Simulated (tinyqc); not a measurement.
Linear model of a band gap against the share of exact exchange: one step. Self-consistent share. Five cases, with inputs chosen for the exercise.

Problem. Iterate alpha -> 1/eps(alpha) seven times from a_start. The fixed point solves alpha eps(alpha) = 1; the contraction factor there is 2 (eps - 1) S/((EP + S alpha) eps^2).

E(alpha) = E0 + S alpha. A wider gap screens less, modelled in the Penn form eps(alpha) = 1 + (e0 - 1)(EP/(EP + S alpha))^2 with a scale EP chosen for the exercise. A dielectric-dependent hybrid takes alpha = 1/eps.

Give: Iterates; fixed point; contraction factor.

Case 1.

Values chosen (of the order of those of AlN; not measured data): E0 = 4.24 eV (gap of the semi-local functional); S = 8.59 eV (slope dE/d(alpha)); e0 = 4.78 (optical dielectric constant at alpha = 0); EP = 22 eV (energy scale of the screening); a_start = 0.25 (starting alpha).

Solution.

Iterates:
```
step    alpha     eps  E (eV)
0     0.25000  4.1376  6.3875
1     0.24169  4.1562  6.3161
2     0.24060  4.1586  6.3068
3     0.24046  4.1590  6.3056
4     0.24044  4.1590  6.3054
5     0.24044  4.1590  6.3054
6     0.24044  4.1590  6.3054
7     0.24044  4.1590  6.3054
```

fixed point = 0.24044
contraction factor = 0.1304

The factor is positive, so the iterates approach from one side, the error shrinking to 0.13 of itself each step; the gap is within 0.01 eV of its limit from step 2. Self-consistency moves the gap by +0.268 eV against the one-shot choice 1/e0, since a wider gap screens less.

Case 2.

Values chosen (of the order of those of MgO; not measured data): E0 = 4.79 eV (gap of the semi-local functional); S = 9.83 eV (slope dE/d(alpha)); e0 = 3.36 (optical dielectric constant at alpha = 0); EP = 24.3 eV (energy scale of the screening); a_start = 0 (starting alpha).

Solution.

Iterates:
```
step    alpha     eps  E (eV)
0     0.00000  3.3600  4.7900
1     0.29762  2.8801  7.7156
2     0.34722  2.8145  8.2031
3     0.35530  2.8041  8.2826
4     0.35662  2.8024  8.2956
5     0.35683  2.8022  8.2977
6     0.35687  2.8021  8.2980
7     0.35687  2.8021  8.2981
```

fixed point = 0.35687
contraction factor = 0.1623

The factor is positive, so the iterates approach from one side, the error shrinking to 0.16 of itself each step; the gap is within 0.01 eV of its limit from step 4. Self-consistency moves the gap by +0.582 eV against the one-shot choice 1/e0, since a wider gap screens less.

Case 3.

Values chosen (of the order of those of GaAs; not measured data): E0 = 0.5 eV (gap of the semi-local functional); S = 5.79 eV (slope dE/d(alpha)); e0 = 11.77 (optical dielectric constant at alpha = 0); EP = 10.9 eV (energy scale of the screening); a_start = 0.25 (starting alpha).

Solution.

Iterates:
```
step    alpha      eps  E (eV)
0     0.25000   9.3929  1.9475
1     0.10646  10.6479  1.1164
2     0.09392  10.7708  1.0438
3     0.09284  10.7814  1.0376
4     0.09275  10.7823  1.0370
5     0.09274  10.7824  1.0370
6     0.09274  10.7824  1.0370
7     0.09274  10.7824  1.0370
```

fixed point = 0.09274
contraction factor = 0.0852

The factor is positive, so the iterates approach from one side, the error shrinking to 0.09 of itself each step; the gap is within 0.01 eV of its limit from step 2. Self-consistency moves the gap by +0.045 eV against the one-shot choice 1/e0, since a wider gap screens less.

Case 4.

Values chosen (of the order of those of InP; not measured data): E0 = 0.68 eV (gap of the semi-local functional); S = 5.18 eV (slope dE/d(alpha)); e0 = 10.94 (optical dielectric constant at alpha = 0); EP = 9.6 eV (energy scale of the screening); a_start = 0.25 (starting alpha).

Solution.

Iterates:
```
step    alpha     eps  E (eV)
0     0.25000  8.7175  1.9750
1     0.11471  9.8150  1.2742
2     0.10188  9.9310  1.2078
3     0.10069  9.9419  1.2016
4     0.10058  9.9429  1.2010
5     0.10057  9.9430  1.2010
6     0.10057  9.9430  1.2010
7     0.10057  9.9430  1.2010
```

fixed point = 0.10057
contraction factor = 0.0926

The factor is positive, so the iterates approach from one side, the error shrinking to 0.09 of itself each step; the gap is within 0.01 eV of its limit from step 2. Self-consistency moves the gap by +0.047 eV against the one-shot choice 1/e0, since a wider gap screens less.

Case 5.

Values chosen (of the order of those of GaAs; not measured data): E0 = 0.53 eV (gap of the semi-local functional); S = 5.67 eV (slope dE/d(alpha)); e0 = 11.45 (optical dielectric constant at alpha = 0); EP = 9.9 eV (energy scale of the screening); a_start = 0.5 (starting alpha).

Solution.

Iterates:
```
step    alpha      eps  E (eV)
0     0.50000   7.3152  3.3650
1     0.13670   9.9876  1.3051
2     0.10012  10.3472  1.0977
3     0.09664  10.3826  1.0780
4     0.09632  10.3859  1.0761
5     0.09628  10.3863  1.0759
6     0.09628  10.3863  1.0759
7     0.09628  10.3863  1.0759
```

fixed point = 0.09628
contraction factor = 0.0945

The factor is positive, so the iterates approach from one side, the error shrinking to 0.09 of itself each step; the gap is within 0.01 eV of its limit from step 3. Self-consistency moves the gap by +0.051 eV against the one-shot choice 1/e0, since a wider gap screens less.

Computed by tinyqc, one run a case: `OMP_NUM_THREADS=1 python tinyqc.py N N+1 out.jsonl` with N = 1850981, 1851038, 1851161, 1851257, 1880013; one thread of a shared Intel(R) Xeon(R) Processor @ 2.30GHz, about 0.01 s a run at most.
